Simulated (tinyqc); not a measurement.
Franz-Keldysh effect at a direct gap: one step. Absorption with and without the field. Two cases, with inputs chosen for the exercise.

Question. Put the factors in place of sqrt(E - Eg) in alpha_j and add the bands; a waveguide of length L changes its transmission by 4.343 (alpha(F) - alpha(0)) L dB.

Parabolic bands, vertical transitions, no excitons. For each hole band j: mr = me mj/(me + mj); joint density of states J_j(E) = (mr/c)^(3/2) sqrt(E - Eg)/(2 pi^2), both spins, c = hbar^2/2m0; averaged matrix element |e.p|^2 = m0 Ep/6; alpha_j(E) = 4 pi^2 alpha_f c Ep J_j/(3 nr E) in 1/angstrom (alpha_f the fine-structure constant, listed as alpha among the constants), times 1e8 for 1/cm.

Constants: hbar^2/2m0 = 3.80998211 eV angstrom^2; fine-structure constant alpha = 0.007297352564.

Give: alpha_j in the field; alpha(F); alpha(0); change of loss.

Case 1.

Values chosen (near those of InP; not measured data): Eg = 1.379 eV (direct gap); me = 0.0811 m0 (electron mass); mhh = 0.613 m0 (heavy-hole mass); mlh = 0.086 m0 (light-hole mass); Ep = 20.4 eV (Kane energy); nr = 3.33 (refractive index); E = 1.499 eV (photon energy); L = 130 micrometre (length of a waveguide).

Scales:

| hole | mr (m0) | th (meV) | length (angstrom) |
|---|---|---|---|
| heavy | 0.0716241 | 57.69307 | 30.365 |
| light | 0.0417391 | 69.07100 | 36.353 |

Factors:

| hole | b | Ai(b) | Ai'(b) | factor (eV^(1/2)) | without field |
|---|---|---|---|---|---|
| heavy | -2.079973 | 0.176599 | 0.651223 | 0.368965 | 0.346410 |
| light | -1.737343 | 0.371490 | 0.470519 | 0.380750 | 0.346410 |

Answer.

alpha_j in the field (1/cm): heavy 7.20e+03, light 3.31e+03

alpha(F) = 1.05e+04 1/cm
alpha(0) = 9772 1/cm
change of loss = 41.7 dB

Without the field the loss over L is 552 dB, so this energy is of no use for a modulator. Above the gap the field raises the absorption at this energy; the sign alternates with energy (Franz-Keldysh oscillations). Excitons, which add a sharp peak at low field, are left out.

Case 2.

Values chosen (near those of InP; not measured data): Eg = 1.382 eV (direct gap); me = 0.0765 m0 (electron mass); mhh = 0.586 m0 (heavy-hole mass); mlh = 0.0878 m0 (light-hole mass); Ep = 20.2 eV (Kane energy); nr = 3.41 (refractive index); E = 1.357 eV (photon energy); L = 73 micrometre (length of a waveguide).

Scales:

| hole | mr (m0) | th (meV) | length (angstrom) |
|---|---|---|---|
| heavy | 0.0676664 | 31.35723 | 42.375 |
| light | 0.0408807 | 37.09278 | 50.125 |

Factors:

| hole | b | Ai(b) | Ai'(b) | factor (eV^(1/2)) | without field |
|---|---|---|---|---|---|
| heavy | 0.797264 | 0.170357 | -0.186785 | 0.00653706 | 0.000000 |
| light | 0.673986 | 0.194406 | -0.203278 | 0.00958989 | 0.000000 |

Answer.

alpha_j in the field (1/cm): heavy 125, light 86.2

alpha(F) = 211 1/cm
alpha(0) = 0 1/cm
change of loss = 6.70 dB

Below the gap the field opens a tail where this model has no absorption; excitons and band tails absorb within some 10 to 20 meV of a real edge. Excitons, which add a sharp peak at low field, are left out.

Computed by tinyqc, one run a case: `OMP_NUM_THREADS=1 python tinyqc.py N N+1 out.jsonl` with N = 1681780, 1682235; one thread of a shared Intel(R) Xeon(R) Processor @ 2.30GHz, about 0.01 s a run at most.
